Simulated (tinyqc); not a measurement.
From results back to parameters: Lorentz oscillators and the Kramers-Kronig relations. Three cases, with inputs chosen for the exercise.

Problem. At normal incidence from vacuum the amplitude r = (1 - N)/(1 + N) with N = n + i k is written r = -sqrt(R) exp(i theta). R and the phase theta are given.

Find: n; k; eps1; eps2.

Method. N = (1 - r)/(1 + r) = (1 + sqrt(R) exp(i theta))/(1 - sqrt(R) exp(i theta)); eps = N^2.

Case 1.

R = 0.595932
theta = 1.357281 rad

Solution.

n = 0.318
k = 1.189
eps1 = -1.31
eps2 = 0.76

Case 2.

R = 0.636207
theta = 0.402167 rad

Solution.

n = 2.162
k = 3.712
eps1 = -9.10
eps2 = 16.05

Case 3.

R = 0.526684
theta = 1.629606 rad

Solution.

n = 0.294
k = 0.899
eps1 = -0.72
eps2 = 0.53

Computed by tinyqc, one run a case: `OMP_NUM_THREADS=1 python tinyqc.py N N+1 out.jsonl` with N = 1652451, 1652461, 1652551; one thread of a shared Intel(R) Xeon(R) Processor @ 2.30GHz, about 0.2 s a run at most.
